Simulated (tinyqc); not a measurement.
## p-type polysilicon, carrier trapping at grain boundaries: effect of the doping

One-dimensional grains of size Lg, uniform ionised doping N, monovalent traps Qt at each boundary at a depth Et below (for electrons) or above (for holes) the band edge there, abrupt depletion of width W on each side of a boundary, Boltzmann statistics. xi is the distance from the band edge at the grain centre to the Fermi level. Trapped charge Qt/(1 + exp((xi + VB - Et)/Vt)) = 2 N W, barrier VB = q N W^2/(2 eps0 eps_r).

If the trap equation with xi = Vt ln(NB/N) has a root W < Lg/2, the grain is partly depleted; otherwise W = Lg/2 and the trap equation gives xi = Et - VB + Vt ln(Qt/(N Lg) - 1). N* = Qt/Lg. n0 = NB exp(-xi/Vt); mean density n0 (1 - 2 W/Lg) by charge balance in a partly depleted grain, and n0 (sqrt(pi)/2) erf(u)/u with u = sqrt(VB/Vt) in a fully depleted one; v = sqrt(kB T/(2 pi ms m0)); barrier resistivity Vt exp(VB/Vt)/(q fe n0 v Lg); grain resistivity (1 - 2 W/Lg)/(q n0 mug); effective mobility 1/(q mean density total resistivity). Rows with xi above 0.45 V, towards mid-gap, are left out, since the other carrier type is ignored.

Parameters, values chosen for the exercise; values of the order met in polycrystalline silicon: temperature T = 350 K; relative permittivity eps_r = 11.7; valence-band density of states at T NB = 3.34e19 cm^-3; grain size Lg = 20 nm; trap density of a grain boundary Qt = 3.9e12 cm^-2; depth of the trap level from the majority band edge at the boundary Et = 0.41 eV; mass for thermionic emission ms = 0.31 m0; correction factor of the emission rate fe = 0.12; mobility inside the grains mug = 88 cm^2/(V s).

Constants: q = 1.602176634e-19 C, kB = 1.380649e-23 J/K, m0 = 9.1093837015e-31 kg, Vt = kB T/q, eps0 = 8.8541878128e-14 F/cm where lengths are in cm. Results are converted to the units shown.

Result of one run:

| N (cm^-3) | N/N* | depleted share 2 W/Lg | VB (V) | xi (V) | mean density (cm^-3) | resistivity (ohm cm) | effective mobility (cm^2/(V s)) |
|---|---|---|---|---|---|---|---|
| 1.3e18 | 0.6667 | 1.000 | 0.1005 | 0.2886 | 1.123e15 | 1803 | 3.083 |

What becomes of these results when the doping N is changed from 1.3e18 to 6e18 cm^-3, all else the same?

Result of the changed run:

| N (cm^-3) | N/N* | depleted share 2 W/Lg | VB (V) | xi (V) | mean density (cm^-3) | resistivity (ohm cm) | effective mobility (cm^2/(V s)) |
|---|---|---|---|---|---|---|---|
| 6e18 | 3.077 | 0.3250 | 0.04900 | 0.05178 | 4.050e18 | 0.1352 | 11.40 |

The whole series:

| N (cm^-3) | N/N* | depleted share 2 W/Lg | VB (V) | xi (V) | mean density (cm^-3) | resistivity (ohm cm) | effective mobility (cm^2/(V s)) |
|---|---|---|---|---|---|---|---|
| 2.7e17 | 0.1385 | 1.000 | 0.02088 | 0.4443 | 1.085e13 | 2.243e4 | 25.65 |
| 4.6e17 | 0.2359 | 1.000 | 0.03557 | 0.4099 | 2.990e13 | 1.168e4 | 17.87 |
| 7.6e17 | 0.3897 | 1.000 | 0.05877 | 0.3648 | 1.129e14 | 5645 | 9.793 |
| 1.3e18 | 0.6667 | 1.000 | 0.1005 | 0.2886 | 1.123e15 | 1803 | 3.083 |
| 2.1e18 | 1.077 | 0.9267 | 0.1395 | 0.08344 | 1.539e17 | 7.294 | 5.559 |
| 3.6e18 | 1.846 | 0.5416 | 0.08165 | 0.06719 | 1.650e18 | 0.6348 | 5.958 |
| 6e18 | 3.077 | 0.3250 | 0.04900 | 0.05178 | 4.050e18 | 0.1352 | 11.40 |
| 1e19 | 5.128 | 0.1950 | 0.02940 | 0.03637 | 8.050e18 | 0.04555 | 17.02 |

As N goes from 2.7e17 to 1e19, VB goes from 0.0209 through a maximum of 0.139 (at N = 2.1e18 among the rows listed) to 0.0294 V, the resistivity falls from 22400 to 0.0456 ohm cm and the effective mobility goes from 25.6 through a minimum of 3.08 (at N = 1.3e18 among the rows listed) to 17.0 cm^2/(V s). The steepest fall of the resistivity among the rows, as N^(-11.5), lies between N = 1.3e18 and 2.1e18 cm^-3; N* = 1.95e18 cm^-3. While the grain is fully depleted VB grows as N; once the traps are full it falls as 1/N. For N = 3.6e18, 6e18, 1e19 xi is under 2.5 Vt, where Boltzmann statistics begin to fail. For N = 2.7e17, 1e19 VB is below Vt, where abrupt depletion and thermionic emission are rough. For N = 2.1e18 the grain is near the changeover between partial and full depletion, within a few Debye lengths, where both limits are rough.

Numbers from tinyqc (`OMP_NUM_THREADS=1 python tinyqc.py 2830301 2830302 out.jsonl`; about 0.01 s on one thread of a shared Intel Xeon 2.30GHz).
